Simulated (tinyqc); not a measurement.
Worked calculation: surface photovoltage measurement of the minority-carrier diffusion length in a wafer. Computed by tinyqc, a small Python program that keeps every step. Command: `OMP_NUM_THREADS=1 python tinyqc.py 3130319 3130320 out.jsonl spv walk`. One thread of a shared host (Intel(R) Xeon(R) Processor @ 2.30GHz), about 0.01 s of CPU time with the checks. Intermediate numbers are printed to about 6 digits and carried at full precision; extremes and crossings named in words are read from the listed rows.

Low injection, steady light, a depletion layer much thinner than 1/alpha and L. The excess density dn is taken at the front edge of the neutral region; light that reaches the back is lost.

Inputs (values chosen for the exercise, modelled on p-type silicon at room temperature): diffusion length L = 19 micrometre; wafer thickness W = 525 micrometre; diffusivity D = 32.5 cm^2/s; front recombination velocity S_f = 2500 cm/s; back recombination velocity S_b = 200 cm/s; photon flux entering = 2e+13 1/(cm^2 s); minority density at the surface barrier scale n_0 = 7.1e+09 1/cm^3; temperature T = 298 K; wavelength = 836 nm; relative noise of each reading = 0 %; diffusion length after pair splitting over L = 0.94; iron factor C = 1.01e+16 micrometre^2/cm^3.

Constants: k_B = 8.617333262e-05 eV/K.

## One wavelength

alpha = (84.732/lambda - 76.417)^2 per cm with lambda in micrometre (an empirical fit for silicon between 0.7 and 1.05 micrometre). Thick wafer: dn = Phi L/((S_f + D/L)(L + 1/alpha)). Finite wafer, with s = S_b L/D, w = W/L, a = alpha L: dn = [Phi a/(a^2 - 1)] [a - B - exp(-alpha W)(a - s)/(cosh w + s sinh w)]/(S_f + B D/L), B = (sinh w + s cosh w)/(cosh w + s sinh w). Photovoltage V = (k_B T/e) ln(1 + dn/n_0). Lifetime = L^2/D.

alpha = 621.857 1/cm

penetration depth 1/alpha = 16.0809 micrometre

dn, thick wafer = 5.52511e+08 1/cm^3

B = 1

dn, finite wafer = 5.52511e+08 1/cm^3

photovoltage V = 1.92441 mV

lifetime = 0.111077 microsecond

## The linear plot

normal deviates g for the noise: [-2.40, -1.48, 0.60, -0.79, 1.02, 1.27, 0.19]

Readings y = (Phi/dn) (1 + noise x g) at 780, 830, 880, 920, 950, 975 and 995 nm; a least-squares line y = c (1/alpha + L_app) gives L_app = intercept/slope.

Readings:
```
lambda (nm)  1/alpha (micrometre)  y (cm/s)  line (cm/s)
780                         9.636     29549        29549
830                        15.176     35265        35265
880                        25.330     45742        45742
920                        40.658     61558        61558
950                        61.278     82836        82836
975                        90.917    113419       113419
995                       130.888    154662       154662
```

slope = 1031.86 cm/(s micrometre)

apparent length L_app = 19 micrometre

error of L_app (rounded to 0.001) = 0 %

At W/L = 27.6 the finite thickness shifts L_app by less than 0.05 %. S_f scales all readings alike and leaves L_app unchanged.

## Where the wafer is too thin

No noise; L is varied at fixed W, and the last two columns set S_b to 0 and to 1e7 cm/s.

Apparent length (micrometre):
```
L           W/L  given S_b  S_b = 0  S_b = 1e7
26.2    20.0382      26.20    26.20     26.200
52.5    10.0000      52.50    52.50     52.500
105.0    5.0000     105.11   105.12    104.821
158.0    3.3228     159.59   159.99    155.539
262.0    2.0038     278.20   285.49    236.611
420.0    1.2500     485.13   544.35    307.878
682.0    0.7698     815.93  1138.20    355.295
1100.0   0.4773    1170.70  2285.07    378.329
2100.0   0.2500    1486.72  4581.97    390.026
```

With a fast back surface L_app levels off, at 390 micrometre in the last row; with a passive one it reaches up to 2.18 times L among these rows and is 4580 in the last. All three columns are within 5 % of L down to W/L = 3.3.

## Iron from two lengths

Splitting iron-boron pairs in boron-doped silicon shortens L; with nothing else changing, [Fe] = C (1/L_after^2 - 1/L^2). It is evaluated with the true lengths and with the apparent ones (without noise), which differ when the wafer is not thick against L.

L_after = 17.86 micrometre

[Fe] from the true lengths = 3.68563e+12 1/cm^3

[Fe] from the apparent lengths = 3.68563e+12 1/cm^3

bias, apparent over true less 1 (rounded to 0.001) = 0 %

Checks made by the program: dn against a finite-difference solution (relative difference 1e-05).
